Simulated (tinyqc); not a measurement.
# On-chip interconnect, size-dependent resistivity and RC delay: two studies

A rectangular line between two neighbours and two ground planes. Surface and grain-boundary scattering are added to the bulk resistivity as corrections; capacitances are parallel-plate values without fringing; inductance is ignored.

Values chosen for this exercise; metal values close to those of copper:
- rho0 = 1.69 uohm cm (bulk resistivity)
- lam = 40.2 nm (bulk mean free path)
- ps = 0.2 (specular share of surface scattering)
- Rg = 0.36 (reflection coefficient of grain boundaries)
- gr = 1 (grain size over the metal width)
- wd = 51 nm (drawn line width)
- AR = 1.6 (aspect ratio, height over width)
- tl = 1.3 nm (liner on both walls and the bottom, not conducting)
- sp = 61 nm (space to the neighbouring lines)
- hd = 91 nm (dielectric height to the planes above and below)
- ek = 3 (relative permittivity of the dielectric)
- Mf = 0 (Miller factor of the neighbours)
- Lw = 310 um (line length)
- Rd = 540 ohm (driver resistance)
- Cl = 3.9 fF (load capacitance)
- rho2 = 4.72 uohm cm (bulk resistivity of the second metal (close to rhodium))
- lam2 = 6.84 nm (mean free path of the second metal)
- tl2 = 0.1 nm (liner of the second metal)

Constants: eps0 = 8.8541878128e-12 F/m. Results are converted to the units shown.

Each table varies one quantity; the others keep the values above.

## Delay against the aspect ratio

Metal width x = wd - 2 tl, height y = AR wd - tl; grain boundaries (Mayadas-Shatzkes): al = (lam/(gr x)) Rg/(1 - Rg), g = 1/[1 - 3 al/2 + 3 al^2 - 3 al^3 ln(1 + 1/al)] - 1; surfaces (Fuchs-Sondheimer, thick limit): s = (3/8) lam (1 - ps)(1/x + 1/y); rho = rho0 (1 + g + s); r = rho/(x y); c = eps0 ek (2 wd/hd + 2 Mf AR wd/sp). Elmore delay tE = Rd (c Lw + Cl) + r Lw (c Lw/2 + Cl); t50 is the time at which the far end of a ladder of 30 pi sections (half capacitances at both ends, Cl at the far end, a step applied through Rd) reaches half the step; line share r Lw/(Rd + r Lw); estimate 0.69 Rd (c Lw + Cl) + 0.38 r c Lw^2 + 0.69 r Lw Cl.

The same in every row: c (fF/um) = 0.02977.

Delay against the aspect ratio:

| AR | rho (uohm cm) | r (ohm/um) | tE (ps) | t50 (ps) | estimate (ps) | line share of the resistance (%) |
|---|---|---|---|---|---|---|
| 0.8 | 3.735 | 19.54 | 58.66 | 43.57 | 42.44 | 91.81 |
| 1.2 | 3.560 | 12.28 | 39.50 | 29.32 | 28.48 | 87.58 |
| 1.6 | 3.473 | 8.937 | 30.68 | 22.75 | 22.06 | 83.69 |
| 2 | 3.422 | 7.021 | 25.62 | 18.97 | 18.38 | 80.12 |
| 2.4 | 3.388 | 5.780 | 22.35 | 16.52 | 16.00 | 76.84 |
| 2.8 | 3.363 | 4.911 | 20.05 | 14.80 | 14.33 | 73.82 |
| 3.2 | 3.345 | 4.269 | 18.36 | 13.53 | 13.10 | 71.02 |
| 3.6 | 3.331 | 3.776 | 17.06 | 12.55 | 12.15 | 68.43 |
| 4 | 3.320 | 3.384 | 16.02 | 11.77 | 11.39 | 66.02 |

As AR goes from 0.8 to 4, r falls from 19.5 to 3.38 ohm/um, c stays at 0.0298 fF/um and t50 falls from 43.6 to 11.8 ps. t50/tE lies between 0.734 and 0.743, and the estimate is within 3.2 % of t50.

## Two metals against line width

Metal width x = wd - 2 tl, height y = AR wd - tl; grain boundaries (Mayadas-Shatzkes): al = (lam/(gr x)) Rg/(1 - Rg), g = 1/[1 - 3 al/2 + 3 al^2 - 3 al^3 ln(1 + 1/al)] - 1; surfaces (Fuchs-Sondheimer, thick limit): s = (3/8) lam (1 - ps)(1/x + 1/y); rho = rho0 (1 + g + s); r = rho/(x y). The second metal has rho2, lam2 and tl2 in place of rho0, lam and tl; ps, Rg, gr and AR are shared.

Result of one run:

| wd (nm) | rho, first (uohm cm) | rho, second (uohm cm) | r, first (ohm/um) | r, second (ohm/um) | ratio second/first |
|---|---|---|---|---|---|
| 10 | 12.81 | 8.931 | 1178 | 573.1 | 0.4866 |

What becomes of these results when the drawn line width wd is changed from 10 to 17 nm, all else the same?

Result of the changed run:

| wd (nm) | rho, first (uohm cm) | rho, second (uohm cm) | r, first (ohm/um) | r, second (ohm/um) | ratio second/first |
|---|---|---|---|---|---|
| 17 | 7.516 | 7.200 | 201.5 | 158.1 | 0.7848 |

The whole series:

| wd (nm) | rho, first (uohm cm) | rho, second (uohm cm) | r, first (ohm/um) | r, second (ohm/um) | ratio second/first |
|---|---|---|---|---|---|
| 5 | 34.56 | 13.20 | 2.149e4 | 3482 | 0.1620 |
| 6.5 | 22.32 | 11.22 | 6290 | 1728 | 0.2748 |
| 8 | 16.77 | 9.988 | 2701 | 1008 | 0.3733 |
| 10 | 12.81 | 8.931 | 1178 | 573.1 | 0.4866 |
| 13 | 9.685 | 7.959 | 477.6 | 300.4 | 0.6290 |
| 17 | 7.516 | 7.200 | 201.5 | 158.1 | 0.7848 |
| 22 | 6.047 | 6.639 | 91.95 | 86.77 | 0.9437 |
| 30 | 4.800 | 6.131 | 37.51 | 42.95 | 1.145 |
| 45 | 3.720 | 5.663 | 12.41 | 17.58 | 1.417 |
| 70 | 2.979 | 5.328 | 3.993 | 6.822 | 1.708 |
| 120 | 2.438 | 5.076 | 1.089 | 2.208 | 2.028 |

The resistivity of the first metal falls from 34.6 to 2.44 uohm cm and that of the second goes from 13.2 to 5.08 uohm cm as the line widens. The products rho0 lam, which set the size effect, are 67.9 and 32.3 uohm cm nm. The two resistances cross at wd = 24.0 nm: below it the second metal gives the lower line resistance. For widths well under the mean free path the thick-limit surface term is only a guide.

Numbers from tinyqc (`OMP_NUM_THREADS=1 python tinyqc.py 2100138 2100139 out.jsonl`; about 0.01 s on one thread of a shared Intel Xeon 2.30GHz).
